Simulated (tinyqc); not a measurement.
# Low-temperature mobility of a two-dimensional electron gas with static screening, step by step

A worked calculation. Computed by tinyqc, a small Python program that keeps every step. Command: `OMP_NUM_THREADS=1 python tinyqc.py 3009344 3009345 out.jsonl twodeg walk`. One thread of a shared host (Intel(R) Xeon(R) Processor @ 2.30GHz), about 0.01 s of CPU time with the checks. Intermediate numbers are printed to about 6 digits and carried at full precision; extremes and crossings named in words are read from the listed rows.

One subband is filled, the gas is degenerate and scatters at the Fermi circle; one permittivity serves on both sides of the interface. All formulas are in SI units, masses times m_0. Piezoelectric and polar phonons are left out, and n_s is taken as set by a gate, independent of N_i.

Inputs (values chosen for the exercise, modelled on a strained silicon well):
```
quantity                                        value    unit
in-plane mass m                                 0.197     m_0
mass across the layer m_z                       0.908     m_0
permittivity eps                                 11.8       -
valley degeneracy g_v                               2       -
sheet density n_s                             2.7e+12  1/cm^2
depletion charge N_d                          2.4e+10  1/cm^2
roughness height Delta                           0.76      nm
correlation length Lambda                         1.6      nm
remote charge density N_i                     2.3e+10  1/cm^2
distance d of the charges from the interface       15      nm
density rho                                      2329  kg/m^3
sound velocity v_l                               8920     m/s
deformation potential D_A                         8.4      eV
temperature T                                      60       K
```

Wave function: Fang-Howard. Roughness spectrum: exponential.

Constants: m_0 = 9.1093837015e-31 kg; e = 1.602176634e-19 C; eps_0 = 8.8541878128e-12 F/m; hbar = 1.054571817e-34 J s; k_B = 1.380649e-23 J/K.

## Fermi circle, screening and layer thickness

k_F = sqrt(2 pi n_s/g_v); E_F = hbar^2 k_F^2/(2 m); q_TF = g_v m e^2/(2 pi eps eps_0 hbar^2); Fang-Howard parameter b = [12 m_z e^2 (N_d + 11 n_s/32)/(eps eps_0 hbar^2)]^(1/3), mean depth 3/b; effective field F = e (N_d + n_s/2)/(eps eps_0).

k_F = 0.291244 1/nm

E_F = 16.4048 meV

q_TF = 1.26195 1/nm

b = 1.27809 1/nm

mean depth = 2.34725 nm

effective field F = 0.210701 MV/cm

q_TF/(2 k_F) = 2.17: screening is strong for back-scattering. Caution: k_B T exceeds a quarter of E_F, so scattering at the Fermi circle alone and zero-temperature screening are rough.

## The integrands at a few angles

Form factors with u = q/b: screening G(q) = [1 + 9u/8 + 3u^2/8]/(1 + u)^3, remote charge P(q) = exp(-q d)/(1 + u)^3. Dielectric function eps(q) = 1 + q_TF G(q)/q, with q = 2 k_F sin(theta/2). Roughness: <|U|^2> = (e F)^2 S(q), S = pi Delta^2 Lambda^2/(1 + q^2 Lambda^2/2)^(3/2). Remote charges: <|U|^2> = N_i [e^2 P(q)/(2 eps eps_0 q)]^2. The last two columns are (m/(pi hbar^3)) <|U|^2>/eps(q)^2.

Integrands (1e9/(s rad)):
```
theta (degrees)  q (1/nm)         G   eps(q)    roughness  remote charges
5                0.025408  0.963878  48.8739  1.07809e+00     4.54581e+01
15               0.076030  0.898227  15.9089  1.00755e+01     8.34877e+00
30               0.150759  0.814398   7.8171  4.04185e+01     6.77034e-01
60               0.291244  0.689179   3.9862  1.39022e+02     5.87359e-03
90               0.411881  0.606230   2.8574  2.35173e+02     9.82426e-05
135              0.538149  0.536705   2.2586  3.14971e+02     1.35344e-06
180              0.582488  0.515590   2.1170  3.34920e+02     3.00849e-07
```

## Interface roughness

1/tau_t = (m/(pi hbar^3)) int_0^pi (1 - cos theta) <|U|^2>/eps(q)^2 dtheta; the quantum rate 1/tau_q drops the factor (1 - cos theta); 200 Gauss-Legendre points in s with theta = pi s^2, s from 0 to 1; mu = e tau_t/m.

tau_t, roughness = 1.12369 ps

tau_q, roughness = 1.58443 ps

roughness mobility = 10032.3 cm^2/(V s)

tau_t/tau_q, roughness = 0.709209

k_F Lambda = 0.47: the roughness is short against the Fermi wavelength and scatters through large angles.

## Remote charges

The formulas are those given above.

tau_t, charges = 8598.93 ps

tau_q, charges = 91.4510 ps

remote-charge mobility = 7.67714e+07 cm^2/(V s)

tau_t/tau_q, charges = 94.0277

With D = d + 3/b = 17.3 nm, k_F D = 5.05 and q_TF D = 21.89. When both are large, only small angles survive the factor exp(-2 q D) and tau_t/tau_q tends to (2 k_F D)^2, here 102, close to the computed ratio.

## Acoustic phonons

Unscreened deformation potential in equipartition: 1/tau = m D_A^2 k_B T I/(rho v_l^2 hbar^3), I = int |psi|^4 dz = 3 b/16 for the Fang-Howard function (used for both wave-function options); mu = e tau/m. Bloch-Grueneisen temperature T_BG = 2 hbar v_l k_F/k_B.

acoustic mobility = 30071.1 cm^2/(V s)

T_BG = 39.6867 K

## All together

At the Fermi circle the rates add, so 1/mu is the sum; sheet resistance 1/(n_s e mu); mean free path hbar k_F mu/e; the quantum time adds the rates 1/tau_q, with the isotropic acoustic rate e/(m mu).

Mobilities:
```
process           mu (cm^2/(V s))  share of 1/mu (%)
roughness                 10032.3            74.9765
remote charges        7.67714e+07         0.00979779
acoustic phonons          30071.1            25.0137
```

mobility mu = 7521.90 cm^2/(V s)

sheet resistance = 307.325 ohm

mean free path = 144.195 nm

Dingle ratio tau_t/tau_q = 0.791090

The largest single share of 1/mu (75 %) belongs to roughness: the field presses the gas against the interface, and the rate goes as F^2. The Dingle ratio of 0.791 marks mostly large-angle scattering.

Checks made by the program: angular integral against adaptive quadrature (relative difference below 1e-10).
